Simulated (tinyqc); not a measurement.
Shockley state of an s-p chain by decimation: sweeps and comparisons. A value that a table varies takes the place of the one given here.

Each site has s at -d/2 and p at +d/2: H0 = diag(-d/2, d/2). The block to the next site on the right is H1 = [[-ts, u], [-u, tp]] (rows s, p of site n; columns s, p of site n + 1). Bulk: H(k) = [[-d/2 - 2 ts cos k, 2i u sin k], [-2i u sin k, d/2 + 2 tp cos k]]. The bands are inverted at k = pi if d < 2 (ts + tp).

Decimation (Sancho-Rubio) at z = E + i eta: start with es = e = H0, A = H1, B = H1^T. Each round forms g = (z - e)^-1 and sets es += A g B, e += A g B + B g A, A = A g A, B = B g B, doubling the length covered. Stop when all |A| < 1e-10. Surface G = (z - es)^-1, bulk G = (z - e)^-1; densities -Im tr G/pi.

Parameters, chosen for this exercise: d = 1.02 eV (Ep - Es); ts = 0.87 eV (s-s hopping); tp = 1.11 eV (p-p hopping); u = 1.24 eV (s-p hopping); eta = 0.02 eV (broadening); E1 = -1.91 eV (first energy); dE = 0.334 eV (step); E = -0.45 eV (energy).

## Surface against bulk across the gap

Eleven energies E1 + j dE.

Densities (1/eV):

| E (eV) | surface | bulk |
|---|---|---|
| -1.910 | 0.2805 | 0.4621 |
| -1.576 | 0.0142 | 0.0407 |
| -1.242 | 0.0083 | 0.0088 |
| -0.908 | 0.0105 | 0.0047 |
| -0.574 | 0.0240 | 0.0033 |
| -0.240 | 0.1839 | 0.0029 |
| 0.094 | 0.2391 | 0.0029 |
| 0.428 | 0.0261 | 0.0037 |
| 0.762 | 0.0112 | 0.0065 |
| 1.096 | 0.0104 | 0.0325 |
| 1.430 | 0.1273 | 0.3710 |

edges of the bulk gap (201 k points) (eV): -1.7100  1.2300

How do the results move?

Inside the gap the bulk density is only the tail of the broadening, at least 0.0029. The surface density peaks at 0.094 eV among these rows (0.239); a chain of 60 sites puts the surface level at -0.0618 eV.

## Through the band inversion

d = f 2 (ts + tp). Gap edges from 201 k points; levels in the gap from an open chain of 60 sites (their mean, and the weight on the two end sites summed over them, divided by their number); a dash: none.

Against d:

| f | d (eV) | top of lower band (eV) | bottom of upper band (eV) | levels in the gap | mean level (eV) | end weight |
|---|---|---|---|---|---|---|
| 0.10 | 0.396 | -1.9380 | 1.5420 | 2 | -0.0240 | 0.977 |
| 0.30 | 1.188 | -1.6260 | 1.1460 | 2 | -0.0720 | 0.898 |
| 0.50 | 1.980 | -1.2300 | 0.7500 | 2 | -0.1200 | 0.740 |
| 0.70 | 2.772 | -0.8340 | 0.3540 | 2 | -0.1680 | 0.503 |
| 0.85 | 3.366 | -0.5370 | 0.0570 | 2 | -0.2040 | 0.274 |
| 1.15 | 4.554 | -0.5370 | 0.0570 | 0 | - | - |
| 1.30 | 5.148 | -0.8340 | 0.3540 | 0 | - | - |
| 1.60 | 6.336 | -1.4280 | 0.9480 | 0 | - | - |

How do the results move?

Levels in the gap appear for f = 0.1, 0.3, 0.5, 0.7 and 0.85 and for none of the other rows; the gap closes at f = 1. The level lies at -0.0240 eV for f = 0.1 and -0.2040 eV for f = 0.85, on the line E = d (ts - tp)/(2 (ts + tp)), and its end weight goes from 0.98 to 0.27: no shift of the surface potential is needed, the inversion alone binds it.

## What each parameter does

Gap edges from 201 k points between 0 and pi, and the surface density at E by decimation. Each row changes one parameter from the base and keeps the others.

Results:

| case | top of lower band (eV) | bottom of upper band (eV) | surface density (1/eV) |
|---|---|---|---|
| base | -1.7100 | 1.2300 | 0.0404 |
| d = 1.122 eV | -1.6590 | 1.1790 | 0.0411 |
| ts = 0.957 eV | -1.7100 | 1.4040 | 0.0363 |
| tp = 1.221 eV | -1.9320 | 1.2300 | 0.0460 |
| u = 1.364 eV | -1.7100 | 1.2300 | 0.0398 |
| eta = 0.04 eV | -1.7100 | 1.2300 | 0.0802 |

How do the results move?

The largest shifts from the base row, up to three for each result and ties (the steps differ in size, so this ranks the rows, not the parameters). top of lower band (eV): tp -0.2220, d +0.0510; unchanged at the printed digits by ts, u and eta. bottom of upper band (eV): ts +0.1740, d -0.0510; unchanged at the printed digits by tp, u and eta. surface density (1/eV): eta +0.0398, tp +0.0056, ts -0.0041. The base chain is inverted, so a surface state lies in the gap; E lies in the gap.

Computed by tinyqc, a small Python program: `OMP_NUM_THREADS=1 python tinyqc.py 1482416 1482417 out.jsonl` (the numbers bound the seed that draws the inputs); one thread of a shared host (Intel(R) Xeon(R) Processor @ 2.30GHz), about 0.2 s for the whole set of steps.
